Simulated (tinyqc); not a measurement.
Capillary instabilities by surface diffusion: grooving and agglomeration of films, edge retraction, wire break-up and smoothing of roughness: one step, computed by the program tinyqc.

Isotropic surface energy; shapes change by surface diffusion alone.

Question. Break-up of a free wire. A wire with r + A cos(k z) has dA/dt = (B/r^4) (kr)^2 [1 - (kr)^2] A: unstable for wavelengths above 2 pi r, fastest at kr = 1/sqrt 2 with the rate B/(4 r^4); break-up time about (4 r^4/B) ln(r/A0); each wavelength makes a sphere of radius (3 r^2 lambda_m/4)^(1/3).

Inputs (values chosen for the exercise, of the order of those of a gold film):
```
quantity,value,unit
temperature T,536,K
time t,63,s
wire radius r,12,nm
initial ripple over radius,0.01,-
```

B = 563157.7 nm^4/s

Give: fastest wavelength; break-up time; radius of the spheres; t over the break-up time.

Answer.

fastest wavelength = 106.6 nm

break-up time = 0.6783 s

radius of the spheres = 22.58 nm

t over the break-up time = 92.88

The wire breaks up within t. Caution: faceting can stabilise wires along low-index directions.
